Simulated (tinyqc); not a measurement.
Free and trapped electrons in a MOS channel with a dense trap tail: two steps of the calculation.

p-type body, charge-sheet picture, full ionisation (an idealisation for deep acceptors), Boltzmann statistics for free electrons. e = Ec - EF at the surface. Acceptor-like traps of density D(E) = D0 + De exp(-E/Ew) at depth E below Ec, from 0 to Eu, hold n_t = integral of D(E)/(1 + exp((e - E)/Vt)). psi = Eg - Vt ln(Nv/Na) - e; N_dep = sqrt(2 eps0 eps_r Na (psi - Vt)/q); n_f = sqrt(N_dep^2 + 2 eps0 eps_r Vt Nc exp(-e/Vt)/q) - N_dep; Vg = Vfb + psi + q (N_dep + n_t + n_f)/Cox, Cox = eps0 eox/tox.

Inputs (values chosen for the exercise); band and dielectric values close to those of 4H silicon carbide: temperature T = 400 K; band gap Eg = 3.21 eV; relative permittivity eps_r = 9.61; conduction-band density of states at T Nc = 2.59e19 cm^-3; valence-band density of states at T Nv = 3.8e19 cm^-3; relative permittivity of the insulator eox = 3.9; insulator thickness tox = 44 nm; acceptor density Na = 2.1e16 cm^-3; flat-band voltage without trapped charge Vfb = -2.89 V; constant background density of acceptor-like traps D0 = 9.9e10 cm^-2 eV^-1; density of the tail at the conduction edge De = 7.1e13 cm^-2 eV^-1; decay energy of the tail Ew = 0.13 eV; depth below Ec down to which the traps reach Eu = 0.87 eV; mobility of free electrons mf = 150 cm^2/(V s); Ec - EF at the surface e = 0.215 eV.

Constants: q = 1.602176634e-19 C, kB = 1.380649e-23 J/K, Vt = kB T/q, eps0 = 8.8541878128e-14 F/cm where lengths are in cm. Results are converted to the units shown.

Question 1. Trapped charge. Trapezoid rule on 15 equal steps from 0 to Eu, f = 1/(1 + exp((e - E)/Vt)).

Find: E; D(E) f; n_t.

Answer 1.

```
point,E (eV),D(E) f (cm^-2 eV^-1)
0,0,1.387e11
1,0.05800,4.740e11
2,0.1160,1.563e12
3,0.1740,4.368e12
4,0.2320,7.461e12
5,0.2900,6.940e12
6,0.3480,4.879e12
7,0.4060,3.212e12
8,0.4640,2.098e12
9,0.5220,1.379e12
10,0.5800,9.186e11
11,0.6380,6.237e11
12,0.6960,4.348e11
13,0.7540,3.140e11
14,0.8120,2.366e11
15,0.8700,1.871e11
```

n_t = 2.034e12 cm^-2

Question 2. Charges and gate voltage. psi, N_dep, n_f and Vg as defined, with the n_t given; free share n_f/(n_f + n_t); apparent mobility mf n_f/(n_f + n_t); gate voltage spent on traps q n_t/Cox.

n_t = 2.0337663e12 cm^-2

Wanted: psi; N_dep; n_f; Vg; free share; apparent mobility; gate voltage spent on traps.

Answer 2.

psi = 2.7365 V
N_dep = 7.7633e11 cm^-2
n_f = 1.1849e10 cm^-2
Vg = 5.6075 V
free share = 0.57922 %
apparent mobility = 0.86883 cm^2/(V s)
gate voltage spent on traps = 4.1519 V

Computed by the program tinyqc: `OMP_NUM_THREADS=1 python tinyqc.py 2222004 2222005 out.jsonl`, one thread of a shared Intel Xeon 2.30GHz, about 0.02 s for the whole run.
